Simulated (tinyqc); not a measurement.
Inside a calculation: effective mass of the conduction band from tabulated energies. Values are carried at full precision from step to step, so a last printed digit may differ when a step is redone from the rounded ones.

c = hbar^2/2m0. A uniform scatter of up to 0.1 meV has been added to mimic numerical noise.
Constants: hbar^2/2m0 = 3.80998211 eV angstrom^2; kB = 8.617333262e-05 eV/K.

Parameters, chosen for this exercise (out of a larger set: band of an eight-band Kane model near CdTe; not measured data): T = 300 K (temperature).

## Finite differences

Energies along [110], from the band edge:
```
k (1/angstrom)  E (meV)
0.00000          0.0000
0.00610          1.4736
0.01220          5.7799
0.01830         13.0489
0.02440         23.1426
0.03050         35.9983
0.03660         51.3483
0.04270         69.0612
0.04880         89.1785
```

reference mass (curvature of the model at k = 0.0001 1/angstrom) = 0.09640 m0

The band is even in k. m = c k^2/E(k) from the points 1, 2, 4 (k = 0 is point 0); Richardson from points 1 and 2: c/m = [16 E(k1) - E(k2)]/(12 k1^2).

m from points 1, 2, 4 (m0): [0.09621, 0.09811, 0.09801]

m by Richardson = 0.09559 m0

Errors against the reference: -0.20, +1.78 and +1.67 % and -0.84 %. The extrapolation does not help: a scatter of 0.1 meV is 7 % of the first energy, and the formula weights that point by 4/3.

## Least squares over all points

Fit E = a k^2 (a = sum k^2 E/sum k^4), then E = a k^2 + b k^4 from the normal equations; E in eV; m = c/a.

sums of k^4, k^6, k^8: [1.2146e-05, 2.3028e-08, 4.7322e-11]

sums of k^2 E, k^4 E: [0.00045963, 8.6843e-07]

a, one term = 37.843 eV angstrom^2

a and b, two terms: [39.40, -822.9]

m, one and two terms (m0): [0.10068, 0.09669]

The parabola over all points errs by +4.4 % because the weights k^4 favour the outer points; the second term brings the error to +0.3 %.

## The non-parabolic form

E (1 + alpha E) = c k^2/m means that y = c k^2/E is a straight line in E with intercept m and slope m alpha. Fit the line by unweighted least squares over points 1 to 8, E in eV.

y (m0): [0.09621, 0.09811, 0.09778, 0.09801, 0.09846, 0.09939, 0.10059, 0.10174]

m = 0.09687 m0
alpha = 0.547 1/eV

The intercept errs by +0.49 %. With this scatter so small an error is partly luck. The model has Eg = 1.618 eV, and for two bands alpha is near 1/Eg = 0.62 1/eV.

## Which mass for which use

From the fitted m and alpha: momentum mass at energy E, m (1 + 2 alpha E); curvature mass m (1 + 2 alpha E)^3; thermal factors to first order in alpha kT: density of states Nc (1 + 15 alpha kT/4), conductivity mass m (1 + 5 alpha kT). Take E = 3 kT/2.

alpha kT = 0.0141
momentum mass = 0.10098 m0
curvature mass = 0.10973 m0
factor on Nc = 1.0530
thermal conductivity mass = 0.10372 m0

alpha kT is small, so first order serves.

## Checks

- Two-term fit by normal equations against a least-squares routine: both 39.4034.

Program tinyqc; command `OMP_NUM_THREADS=1 python tinyqc.py 1880769 1880770 out.jsonl`; about 0.01 s on one thread of a shared Intel(R) Xeon(R) Processor @ 2.30GHz.
